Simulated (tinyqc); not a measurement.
From results back to parameters: optical gain and spontaneous emission in a bulk direct-gap semiconductor. Four cases, with inputs chosen for the exercise.

Problem. The gain spectrum crosses zero at E0 = Eg + Fc + Fv; n = p is hidden.

F_j(eta) = (1/Gamma(j + 1)) integral_0^infinity x^j dx/(1 + exp(x - eta)), which tends to exp(eta) for eta << 0.

Quasi-Fermi levels: n = Nc F_1/2(Fc/kT) and p = Nv F_1/2(Fv/kT), Fc counted up from the conduction edge and Fv down from the valence edge; Nc, Nv from N = 2 (m kB T/(4 pi c))^(3/2) with c = hbar^2/2m0, in 1/angstrom^3; times 1e24 for 1/cm^3, with me and (mhh^(3/2) + mlh^(3/2))^(2/3).

Constants: hbar^2/2m0 = 3.80998211 eV angstrom^2; kB = 8.617333262e-05 eV/K.

Case 1.

Values chosen (near those of InGaAs; not measured data):
- Eg = 0.744 eV (direct gap)
- me = 0.0419 m0 (electron mass)
- mhh = 0.464 m0 (heavy-hole mass)
- mlh = 0.0538 m0 (light-hole mass)
- T = 350 K

E0 = 0.80840 eV

Case 2.

Values chosen (near those of GaAs; not measured data):
- Eg = 1.391 eV (direct gap)
- me = 0.0683 m0 (electron mass)
- mhh = 0.488 m0 (heavy-hole mass)
- mlh = 0.0834 m0 (light-hole mass)
- T = 300 K

E0 = 1.45587 eV

Case 3.

Values chosen (near those of InP; not measured data):
- Eg = 1.337 eV (direct gap)
- me = 0.0781 m0 (electron mass)
- mhh = 0.618 m0 (heavy-hole mass)
- mlh = 0.0909 m0 (light-hole mass)
- T = 300 K

E0 = 1.41935 eV

Case 4.

Values chosen (near those of GaN; not measured data):
- Eg = 3.449 eV (direct gap)
- me = 0.2047 m0 (electron mass)
- mhh = 1.362 m0 (heavy-hole mass)
- mlh = 0.2994 m0 (light-hole mass)
- T = 250 K

E0 = 3.47722 eV

Find: Fc; Fv; n.

Solution. Fc + Fv rises steadily with n, so one n gives E0 - Eg; solve by bisection on ln n.

Case 1.

Fc = 0.117 eV
Fv = -0.053 eV
n = 1.7e+18 1/cm^3

Case 2.

Fc = 0.095 eV
Fv = -0.030 eV
n = 2.6e+18 1/cm^3

Case 3.

Fc = 0.110 eV
Fv = -0.028 eV
n = 3.9e+18 1/cm^3

Case 4.

Fc = 0.060 eV
Fv = -0.031 eV
n = 7.2e+18 1/cm^3

Computed by tinyqc, one run a case: `OMP_NUM_THREADS=1 python tinyqc.py N N+1 out.jsonl` with N = 1681234, 1681265, 1681266, 1681379; one thread of a shared Intel(R) Xeon(R) Processor @ 2.30GHz, about 0.1 s a run at most.
